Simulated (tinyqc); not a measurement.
What each parameter does: six-band hole subbands of a thin body in a field.

Basis X, Y, Z times spin, hole energies counted downwards from the unstrained edge (the hydrostatic shift is left out), c = hbar^2/2m0. For a symmetric tensor T let C(T) have C_XX = L Txx + M (Tyy + Tzz), C_XY = N Txy (cyclic), L = c (g1 + 4 g2), M = c (g1 - 2 g2), N = 6 c g3. k = q + kz n, n the unit normal, q = k1 u + k2 v with u along the channel [1-10] and v = n x u. H = C(k k^T) + (Dso/3)(1 - L.sigma) - B + e F z with (L_k)_ij = -i epsilon_kij; B is the block C built from the traceless strain with 2b, -b and sqrt(3) d in place of L, M, N. Strain: exx = eyy = (s11 + s12) sx/2, ezz = s12 sx, exy = -s44 sx/4. Hard walls at z = 0 and t; basis sin(j pi z/t), j = 1 to Nz: kz^2 = (j pi/t)^2, kz = -i D with D_jl = 4 j l/(t (j^2 - l^2)), z_jj = t/2 and z_jl = -8 t j l/(pi (j^2 - l^2))^2 for j + l odd; 1 MV/cm = 0.01 eV/angstrom.

Nz = 14. E1 is the top subband at q = 0, gap the distance to the next pair, and the masses are c q^2/(E(q) - E1) at |q| = 0.02 1/angstrom (mean of the spin pair) along the channel [1-10] and across it in the plane; a dash marks a band that does not rise.

Constants: hbar^2/2m0 = 3.80998211 eV angstrom^2.

Values chosen for the exercise (near those of a p-type Si channel; shifted at random, so the results belong to these values and not to a real crystal): g1 = 4.28 (Luttinger gamma1); g2 = 0.34 (gamma2); g3 = 1.44 (gamma3); Dso = 0.044 eV (spin-orbit splitting); b = -2.11 eV (tetragonal potential); d = -4.73 eV (trigonal potential); S = (7.72, -2.15, 12.45) 1/TPa (compliances s11, s12, s44); face = 110 (surface); t = 30 angstrom (body thickness); F = 0 MV/cm (field across the body); sx = -1 GPa (stress along the channel [1-10], negative in compression).

Six bands.

Results for these values:

| case | E1 (meV) | gap (meV) | m channel (m0) | m across (m0) |
|---|---|---|---|---|
| base | -10.3 | 38.7 | 0.113 | 0.278 |

What happens to each result for sx = -1.5 GPa, all else kept?

Answer: E1 falls from -10.3 to -28.1; gap falls from 38.7 to 38.5; m channel does not change at the printed digits; m across does not change at the printed digits.

The same for each parameter in turn:

| case | E1 (meV) | gap (meV) | m channel (m0) | m across (m0) |
|---|---|---|---|---|
| base | -10.3 | 38.7 | 0.113 | 0.278 |
| t = 40 angstrom | -16.4 | 22.6 | 0.114 | 0.278 |
| F = 0.3 MV/cm | 28.5 | 46.3 | 0.114 | 0.278 |
| sx = -1.5 GPa | -28.1 | 38.5 | 0.113 | 0.278 |
| g3 = 1.34 | 2.2 | 76.3 | 0.118 | 0.278 |
| g2 = 0.39 | -8.2 | 44.9 | 0.113 | 0.286 |
| Dso = 0.066 eV | -4.7 | 39.9 | 0.114 | 0.278 |
| d = -3.78 eV | -5.2 | 38.7 | 0.114 | 0.278 |

Program tinyqc; command `OMP_NUM_THREADS=1 python tinyqc.py 1280008 1280009 out.jsonl`; about 0.4 s on one thread of a shared Intel(R) Xeon(R) Processor @ 2.30GHz.
